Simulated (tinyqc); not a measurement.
What moves the results: quantum-confined Stark effect in a modulator well. A value that a table varies takes the place of the one given here.

Envelopes on cells of 0.5 angstrom over the well |z| < L/2 and 45 angstrom of barrier on each side, psi = 0 beyond, psi'/m continuous (mean mass between points), c = hbar^2/2m0. The electron sees + e F z and the hole - e F z, each with its offset in the barriers; 1 kV/cm = 1e-5 eV/angstrom. Light holes, band mixing and escape by tunnelling are left out.

Exciton: in-plane function exp(-rho/lam), 1/mu = 1/me + 1/mp, E(lam) = c/(mu lam^2) - (q/eps) times the integral over k of Fm(k)(1 + (k lam/2)^2)^(-3/2), Fm(k) the double integral of psi_e^2 psi_h^2 exp(-k |z - z'|), q = e^2/(4 pi eps0); binding Eb = -E at the minimum. Line at Eg + E_e + E_h - Eb, strength proportional to overlap^2/lam^2.

Constants: hbar^2/2m0 = 3.80998211 eV angstrom^2; e^2/(4 pi eps0) = 14.39964547 eV angstrom; hc = 1239.841984 eV nm.

Values chosen for the exercise (near those of a Ge well in SiGe, direct gap; the results hold for these values, not for the real material):

| symbol | value | unit | meaning |
|---|---|---|---|
| L | 64 | angstrom | well width |
| Vc | 0.355 | eV | conduction offset |
| Vv | 0.111 | eV | heavy-hole offset |
| me | 0.042 | m0 | electron, well |
| meb | 0.0568 | m0 | electron, barrier |
| mh | 0.22 | m0 | heavy hole along z, well |
| mhb | 0.23 | m0 | heavy hole, barrier |
| Eg | 0.837 | eV | gap of the well |
| mp | 0.072 | m0 | heavy hole in the plane |
| eps | 15.5 |  | dielectric constant |
| Fs | (0, 16, 32, 47, 65, 84, 105) | kV/cm | fields |
| Ls | (50, 66, 84, 104, 126, 150, 170) | angstrom | widths |
| F_L | 55 | kV/cm | field for this table |
| F | 55 | kV/cm | field |

## Raising the field

All quantities anew; shifts from zero field.

Results:

| F (kV/cm) | dE_e (meV) | dE_h (meV) | Eb (meV) | line shift (meV) | overlap^2 | relative strength |
|---|---|---|---|---|---|---|
| 0 | 0.00 | 0.00 | 4.34 | 0.00 | 0.994 | 1.000 |
| 16 | -0.04 | -0.13 | 4.34 | -0.17 | 0.990 | 0.995 |
| 32 | -0.16 | -0.53 | 4.33 | -0.68 | 0.980 | 0.981 |
| 47 | -0.34 | -1.15 | 4.32 | -1.47 | 0.964 | 0.960 |
| 65 | -0.66 | -2.19 | 4.29 | -2.80 | 0.938 | 0.926 |
| 84 | -1.10 | -3.64 | 4.26 | -4.66 | 0.903 | 0.880 |
| 105 | -1.72 | -5.66 | 4.22 | -7.26 | 0.857 | 0.821 |

The line shift grows with exponent 2.00 in F at low field and 1.98 at the end, still close to the quadratic law. The hole gives 77 % of the level shift in the second row and 77 % in the last. The largest shift is 1.7 times the zero-field binding, yet 97 % of the binding survives, since the walls stop the field from pulling the pair apart. The strength keeps 82 %.

## Width of the well

Zero-field line, its shift at F_L and the relative strength.

Results:

| L (angstrom) | line at F = 0 (nm) | Eb (meV) | shift (meV) | relative strength | shift x strength (meV) |
|---|---|---|---|---|---|
| 50 | 1268.2 | 4.46 | -1.25 | 0.973 | 1.22 |
| 66 | 1324.3 | 4.33 | -2.15 | 0.940 | 2.02 |
| 84 | 1366.0 | 4.18 | -3.83 | 0.864 | 3.31 |
| 104 | 1396.3 | 4.02 | -6.72 | 0.717 | 4.82 |
| 126 | 1418.3 | 3.86 | -11.19 | 0.508 | 5.69 |
| 150 | 1434.4 | 3.71 | -17.52 | 0.295 | 5.17 |
| 170 | 1443.8 | 3.59 | -23.81 | 0.166 | 3.96 |

The shift grows with exponent 1.94 in L over the first two rows and 2.45 over the last two, against 4 for hard walls at second order; leakage lowers it in narrow wells and saturation in wide ones. The strength falls from 0.97 to 0.17, and the product of the two is largest at 126 angstrom.

## What each parameter does

Zero-field line, shift at F, overlap^2 and Eb at F. Each row changes one parameter from the base and keeps the others.

Results:

| case | line (nm) | shift (meV) | overlap^2 | Eb (meV) |
|---|---|---|---|---|
| base | 1318.5 | -2.01 | 0.953 | 4.31 |
| L = 54 angstrom | 1284.4 | -1.43 | 0.969 | 4.41 |
| F = 44 kV/cm | 1318.5 | -1.29 | 0.968 | 4.32 |
| Vc = 0.284 eV | 1328.3 | -2.11 | 0.945 | 4.28 |
| Vv = 0.139 eV | 1316.5 | -1.76 | 0.955 | 4.33 |
| me = 0.0483 m0 | 1324.8 | -2.01 | 0.955 | 4.62 |
| mh = 0.187 m0 | 1316.4 | -2.00 | 0.959 | 4.29 |
| eps = 14 | 1319.7 | -2.00 | 0.953 | 5.15 |

The largest shifts from the base row, up to three for each result and ties (the steps differ in size, so this ranks the rows, not the parameters). line (nm): L -34.0, Vc +9.8, me +6.3; unchanged at the printed digits by F. shift (meV): F +0.72, L +0.58, Vv +0.25; unchanged at the printed digits by me. overlap^2: L +0.016, F +0.014, Vc -0.008; unchanged at the printed digits by eps. Eb (meV): eps +0.85, me +0.31, L +0.10.

(tinyqc, `OMP_NUM_THREADS=1 python tinyqc.py 1282670 1282671 out.jsonl`, Intel(R) Xeon(R) Processor @ 2.30GHz, 1 thread, shared host, about 0.1 s.)
